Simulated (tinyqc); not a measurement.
# Changing the surface concentration C_s

Model: concentration-dependent dopant diffusion with charged defects and the built-in field. Computed by tinyqc, a small Python program. Command: `OMP_NUM_THREADS=1 python tinyqc.py 3008546 3008547 out.jsonl extrinsic sweep`. One thread of a shared host (Intel(R) Xeon(R) Processor @ 2.30GHz), about 0.5 s of CPU time with the checks.

A constant source C_s feeds a half space. The dopant moves through neutral point defects and through charged ones, whose number grows with the majority carrier density n.

Inputs (values chosen for the exercise, modelled on antimony in silicon): neutral prefactor D0x = 0.199 cm^2/s; neutral activation energy E0 = 3.65 eV; singly charged prefactor D01 = 13.7 cm^2/s; activation energy E1 = 4.07 eV; junction level C_B = 1.2e+16 1/cm^3; temperature T = 1100 C; time t = 810 s.

Field enhancement: on.

Constants: k_B = 8.617333262e-05 eV/K.

Method:
- n_i = 3.87e16 T^1.5 exp(-7014/T) per cm^3 (T in kelvin, an empirical form); each D = prefactor x exp(-E/(k_B T)); the intrinsic diffusivity D_i is their sum.
- Temperatures in kelvin are T(C) + 273.15.
- n = C/2 + sqrt(C^2/4 + n_i^2); D(C) = h [Dx + D1 (n/n_i)], h = 1 + C/sqrt(C^2 + 4 n_i^2).
- With y = x/sqrt(D_s t), u = C/C_s and q = -(D/D_s) du/dy: du/dy = -q D_s/D, dq/dy = -(y/2) q D_s/D, u(0) = 1. The surface flux q(0) is shot so that u tends to 0 (LSODA, an adaptive multistep solver, relative tolerance 1e-10). Dose Q = 2 q(0) C_s sqrt(D_s t).
- The junction lies where C = C_B.

One run for each value; columns: (1) surface concentration C_s (1/cm^3); (2) enhancement D_s/D_i; (3) junction depth x_j (nm); (4) dose Q (1/cm^2); (5) junction in units of sqrt(D_s t):
```
(1)          (2)     (3)         (4)     (5)
5.00e+17   1.035  140.81  2.5047e+12  3.1520
1.50e+18   1.109  166.47  7.6813e+12  3.6009
4.60e+18   1.357  192.01  2.5178e+13  3.7546
1.40e+19   2.255  221.86  9.1837e+13  3.3651
4.30e+19   5.447  269.38  4.0816e+14  2.6289
1.30e+20  15.168  358.41  2.0025e+15  2.0961
4.00e+20  45.289  535.59  1.0542e+16  1.8127
```

Describe and explain the trends.

Over the rows, enhancement D_s/D_i rises from 1.04 to 45.3 (exponent d ln y / d ln x 0.062 between the first rows and 0.97 between the last); junction depth x_j (nm) rises from 141 to 536 (exponent d ln y / d ln x 0.15 between the first rows and 0.36 between the last); dose Q (1/cm^2) rises from 2.50e12 to 1.05e16 (exponent d ln y / d ln x 1.0 between the first rows and 1.5 between the last). At the high end the exponent of enhancement D_s/D_i is 0.97, close to 1: singly charged defects follow n. At the low end the exponent of dose Q is 1.02, close to 1: the intrinsic, linear regime. At the high end the exponent of dose Q is 1.48, close to 1.5: D proportional to C: Q scales as C_s sqrt(C_s). In units of sqrt(D_s t), D_s = D(C_s), the junction is deepest, 3.75, at C_s = 4.6e18 among these rows and ends at 1.81: a larger C_s/C_B pushes it out along the tail, while the tail diffuses with D_i, ever further below D_s.

Caution (rows 4.30e19, 1.30e20, 4.00e20): at such concentrations dopants can cluster or exceed their solubility; the active fraction and the diffusivity then fall below the model.
